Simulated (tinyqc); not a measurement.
Adsorption as a lattice gas: isotherms with interactions, competition, desorption peaks and saturation dose: one step, computed by the program tinyqc.

One adsorbate per site; a molecule needs 2 empty sites. Gas and surface have the same temperature.

Question. Dose to saturate, flat and in a hole. Without desorption or interaction, 99 % coverage needs the time 99 N_s/(2 s0 F). For a round hole of aspect ratio a in molecular flow with unit sticking (Gordon), the time is N_s/(2F) x [1 + (19/4) a + (3/2) a^2]. The larger of the two times is a rough guide.

Inputs (values chosen for the exercise, for a model surface): desorption energy E = 0.949 eV; prefactor nu = 3.7e+14 1/s; site density N_s = 13 1/nm^2; sticking coefficient s0 = 0.061; temperature T = 380 K; aspect ratio a (depth over diameter) of a hole = 60.

Adsorption: dissociative (second order).

flux F = 2260.746 1/(nm^2 s)

Give: time on a flat surface; time for the hole.

Answer.

time on a flat surface = 4.666 s

time for the hole = 16.35 s

The hole is limited by transport: for deep holes the dose grows as a^2. Caution: with k_d = nu exp(-E/(k_B T)) of these inputs desorption is not negligible over the time on a flat surface, so without interaction 99 % coverage is not reached.
